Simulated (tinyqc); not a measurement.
Bottom-up copper filling of a trench by curvature-enhanced accelerator coverage. From one set of inputs to another, one input at a time. Computed by tinyqc, a small Python program. Command: `OMP_NUM_THREADS=1 python tinyqc.py 3000734 3000735 out.jsonl superfill ladder`. One thread of a shared host (Intel(R) Xeon(R) Processor @ 2.30GHz), about 0.09 s of CPU time with the checks.

A rectangular trench keeps vertical walls and a flat floor. An accelerator floats on the surface; where area is lost in the corners it is passed on to the floor.

The inputs printed are set A. Inputs not listed in the table keep their values of set A, so the rows need not describe a real material.

Inputs (values chosen for the exercise, close to those used for damascene copper plating): trench width w = 260 nm; aspect ratio h/w = 2.8; exchange current of the suppressed surface i_0 = 0.019 mA/cm^2; exchange current of the accelerated surface i_1 = 3.1 mA/cm^2; transfer coefficient alpha = 0.36; overpotential eta = 0.11 V; starting coverage theta_0 = 0.073; adsorption rate k_a = 0.0001 1/s; cupric ion concentration C = 0.45 mol/l; diffusivity D = 5e-06 cm^2/s; boundary layer delta = 30 um; temperature T = 298 K.

Constants: e = 1.602176634e-19 C; N_A = 6.02214076e+23 1/mol; k_B = 8.617333262e-05 eV/K.

Method. Kinetic current i_k = [i_0 (1 - theta) + i_1 theta] exp(alpha eta/(k_B T)), limit i_L = 2 F D C/delta, i = 1/(1/i_k + 1/i_L); velocity v = i Omega/(2F), Omega = 7.11 cm^3/mol, F = e N_A. Depletion inside the trench is ignored. Half width x, floor height y, depth h = aspect ratio x w. dx/dt = -v_s, dy/dt = v_b. d theta_b/dt = k_a (1 - theta_b) + [theta_s v_b + theta_b v_s]/x: the floor takes the accelerator of the wall it covers and keeps its own as it narrows. d theta_s/dt = k_a (1 - theta_s). theta_b is capped at 1. Integrate (tolerance 1e-9) until the walls meet (x = 0.02 w/2) or the floor passes the original mouth y = h. Start: x = w/2, y = 0, theta_b = theta_s = theta_0. Height filled = y/h, opening left = x/(w/2).

Each row keeps all changes above it:
```
input moved                                                 from     to  opening left, as a share of w  ratio v(1)/v(theta_0)  share of the height filled from the floor
set A                                                          -      -                       0.020000                 11.644                                     0.8063
exchange current of the suppressed surface i_0 (mA/cm^2)   0.019  0.012                       0.020000                 11.960                                     0.8223
cupric ion concentration C (mol/l)                          0.45   0.41                       0.020000                 11.863                                     0.8173
aspect ratio h/w                                             2.8      2                       0.083655                 11.863                                     1.0000
overpotential eta (V)                                       0.11   0.18                       0.075446                 10.323                                     1.0000
exchange current of the accelerated surface i_1 (mA/cm^2)    3.1   0.83                       0.033840                 10.804                                     1.0000
trench width w (nm)                                          260    100                       0.071863                 10.804                                     1.0000
boundary layer delta (um)                                     30     42                       0.063824                 10.527                                     1.0000
```

Where does the difference come from?

Opening left, as a share of w goes from 0.0200 to 0.0638, a factor 3.19 in all. The largest single move comes from aspect ratio h/w (a factor 4.18), and exchange current of the accelerated surface i_1 works against it (a factor 0.449). Ratio v(1)/v(theta_0) goes from 11.6 to 10.5, a factor 0.904 in all. The largest single move comes from overpotential eta (a factor 0.870), and exchange current of the accelerated surface i_1 works against it (a factor 1.05). Share of the height filled from the floor goes from 0.806 to 1.00, a factor 1.24 in all. The largest single move comes from aspect ratio h/w (a factor 1.22). The single moves hold for this order of the switches; the total does not depend on the order.

Caution (all rows): real profiles develop slanted corners, and accelerator is consumed; both are left out.

Extremes, crossings and ranges named in words are read from the listed rows.
